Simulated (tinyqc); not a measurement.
Inside a calculation. Model: cluster expansion of a binary alloy: correlations, fit, cross-validation and ground states. Computed by tinyqc, a small Python program that keeps every step. Command: `OMP_NUM_THREADS=1 python tinyqc.py 3029803 3029804 out.jsonl clex walk`. One thread of a shared host (Intel(R) Xeon(R) Processor @ 2.30GHz), about 0.07 s of CPU time with the checks. Intermediate numbers are printed to about 7 digits and carried at full precision; extremes and crossings named in words are read from the listed rows.

s = +1 for A and -1 for B. Energy per site E = J0 + J1 P(point) + sum over clusters of m V P, with P the mean product of spins; V > 0 on a pair favours unlike neighbours. Clusters per site m: pair 1 4, pair 2 3, pair 3 6, triplet 12; the triplet is two first-neighbour bonds closed by a second-neighbour bond. Formation energies are counted from the line between pure A and pure B, which removes J0 and J1.

Inputs (values chosen for the exercise, for a model alloy):
```
quantity                    value      unit
first-pair interaction V1    5.76       meV
second-pair interaction V2    2.3       meV
third-pair interaction V3   -0.71       meV
triplet interaction Vt       0.14       meV
noise amplitude               0.7  meV/site
temperature T                 580         K
fraction x of B              0.42         -
```

Lattice: bcc.

Constants: k_B = 8.617333262e-05 eV/K.

## Design matrix

correlations P, counted on periodic cells:
```
                      point     pair 1     pair 2     pair 3    triplet
A                  1.000000   1.000000   1.000000   1.000000   1.000000
A3B D0_3           0.500000   0.000000   0.000000   1.000000  -0.500000
A3B (001) layers   0.500000   0.000000   0.666667   0.333333   0.166667
A2B C11_b          0.333333  -0.333333   0.555556   0.111111  -0.111111
AB B2              0.000000  -1.000000   1.000000   1.000000   0.000000
AB B32             0.000000   0.000000  -1.000000   1.000000   0.000000
A2B2 B11           0.000000   0.000000   0.333333  -0.333333   0.000000
AB (110) layers    0.000000   0.000000  -0.333333  -0.333333   0.000000
AB2 C11_b         -0.333333  -0.333333   0.555556   0.111111   0.111111
AB3 D0_3          -0.500000   0.000000   0.000000   1.000000   0.500000
AB3 (001) layers  -0.500000   0.000000   0.666667   0.333333  -0.166667
B                 -1.000000   1.000000   1.000000   1.000000  -1.000000
```

Design matrix of formation energies: m (P - 1) for pairs and m (P(triplet) - P(point)) for the triplet; x = (1 - P(point))/2.

X:
```
                    pair 1    pair 2    pair 3    triplet
A                  0.00000   0.00000   0.00000    0.00000
A3B D0_3          -4.00000  -3.00000   0.00000  -12.00000
A3B (001) layers  -4.00000  -1.00000  -4.00000   -4.00000
A2B C11_b         -5.33333  -1.33333  -5.33333   -5.33333
AB B2             -8.00000   0.00000   0.00000    0.00000
AB B32            -4.00000  -6.00000   0.00000    0.00000
A2B2 B11          -4.00000  -2.00000  -8.00000    0.00000
AB (110) layers   -4.00000  -4.00000  -8.00000    0.00000
AB2 C11_b         -5.33333  -1.33333  -5.33333    5.33333
AB3 D0_3          -4.00000  -3.00000   0.00000   12.00000
AB3 (001) layers  -4.00000  -1.00000  -4.00000    4.00000
B                  0.00000   0.00000   0.00000    0.00000
```

## Formation energies

standard normal numbers for the noise (0 for the pure ends): A 0.000, A3B D0_3 0.061, A3B (001) layers 1.150, A2B C11_b 1.429, AB B2 0.128, AB B32 1.180, A2B2 B11 0.837, AB (110) layers -1.808, AB2 C11_b 0.861, AB3 D0_3 0.760, AB3 (001) layers 0.887, B 0.000

Exact: X V with V = (V1, V2, V3, Vt). The data to fit add the noise amplitude times the normal numbers, standing for what the clusters leave out.

exact energies (meV/site): A 0.00000, A3B D0_3 -31.62000, A3B (001) layers -23.06000, A2B C11_b -30.74667, AB B2 -46.08000, AB B32 -36.84000, A2B2 B11 -21.96000, AB (110) layers -26.56000, AB2 C11_b -29.25333, AB3 D0_3 -28.26000, AB3 (001) layers -21.94000, B 0.00000

data (meV/site): A 0.00000, A3B D0_3 -31.57730, A3B (001) layers -22.25500, A2B C11_b -29.74637, AB B2 -45.99040, AB B32 -36.01400, A2B2 B11 -21.37410, AB (110) layers -27.82560, AB2 C11_b -28.65063, AB3 D0_3 -27.72800, AB3 (001) layers -21.31910, B 0.00000

## Normal equations for V1, V2, Vt

Leave out pair 3: A = X^T X and b = X^T E (E being the data with noise) over these three columns; solve A V = b. The root-mean-square error runs over the structures between the pure ends.

matrix A:
```
          V1       V2        Vt
V1  232.8889  94.2222    0.0000
V2   94.2222  79.5556    0.0000
Vt    0.0000   0.0000  376.8889
```

b (meV): 1431.746  669.487  55.779

fitted V1, V2, Vt (meV): 5.266732  2.177649  0.147999

root-mean-square error of the three-cluster fit = 2.406575 meV/site

The fit misses V1 by -0.49, V2 by -0.12 and Vt by +0.01 meV; the omitted V3 = -0.71 meV and the noise shift the fitted values.

## Which clusters to keep

For each set, H = X (X^T X)^-1 X^T over the structures between the ends; residual e = E - H E; leave-one-out error e_i/(1 - H_ii); both as root mean squares.

Fits:
```
clusters     fit error (meV/site)  leave-one-out error (meV/site)  largest H_ii
V1                       5.125066                        5.606116     0.2748092
V1 V2                    2.572378                        3.782846     0.5320560
V1 V3                    4.807975                        6.594924     0.5115304
V1 V2 Vt                 2.406575                        3.968625     0.5320560
V1 Vt                    5.043885                        6.511329     0.4507778
V1 V2 V3                 1.099855                        1.668165     0.7117774
V1 V3 Vt                 4.721345                        7.121116     0.5115304
V1 V2 V3 Vt              0.619804                        1.258543     0.7117774
```

leave-one-out error without pair 3 = 3.968625 meV/site

leave-one-out error with all four = 1.258543 meV/site

The fit error can only fall as clusters are added, to 0.62 meV with all four. The leave-one-out error is least for V1 V2 V3 Vt (1.26 meV): dropping V2, V3 or Vt makes prediction worse at this noise.

## Ground states by the convex hull

Height above the hull = E less the lowest straight line between two structures that bracket x (or the lowest structure at the same x). The three-term fit is X V with the fitted values.

Hull among these structures (meV/site):
```
structure                x    exact E  above hull   fitted E  above hull, fit
A                 0.000000    0.00000     0.00000    0.00000          0.00000
A3B D0_3          0.250000  -31.62000     0.00000  -29.37586          0.00000
A3B (001) layers  0.250000  -23.06000     8.56000  -23.83657          5.53929
A2B C11_b         0.333333  -30.74667     5.69333  -31.78210          1.84643
AB B2             0.500000  -46.08000     0.00000  -42.13385          0.00000
AB B32            0.500000  -36.84000     9.24000  -34.13282          8.00103
A2B2 B11          0.500000  -21.96000    24.12000  -25.42223         16.71163
AB (110) layers   0.500000  -26.56000    19.52000  -29.77752         12.35633
AB2 C11_b         0.666667  -29.25333     4.94667  -30.20344          1.05710
AB3 D0_3          0.750000  -28.26000     0.00000  -25.82389          0.00000
AB3 (001) layers  0.750000  -21.94000     6.32000  -22.65258          3.17131
B                 1.000000    0.00000     0.00000    0.00000          0.00000
```

lowest exact formation energy = -46.08 meV/site

On the exact hull: A, A3B D0_3, AB B2, AB3 D0_3, B. The fit finds the same set. A structure at zero height may lie on a tie line without being a vertex, and structures outside this list could lie lower.

## The random alloy and its short-range order

Random alloy: P(pair) = p^2, P(triplet) = p^3, p = 1 - 2x, so H_mix = (p^2 - 1) sum m V(pairs) + (p^3 - p) m Vt; G_mix = H_mix + k_B T [x ln x + (1 - x) ln(1 - x)]. To first order in 1/T the Warren-Cowley parameter of shell 1 is alpha_1 = -(1 - p^2) V_eff/(k_B T), V_eff = V1 + (number of triplets on a first-neighbour bond) p Vt, that number being 6.

mixing enthalpy H_mix = -25.28451 meV/site

mixing free energy G_mix = -59.28587 meV/site

alpha_1 = -0.1149148

alpha_1 < 0: unlike neighbours are preferred.

Checks made by the program: leave-one-out formula against refits (relative difference below 1e-10).
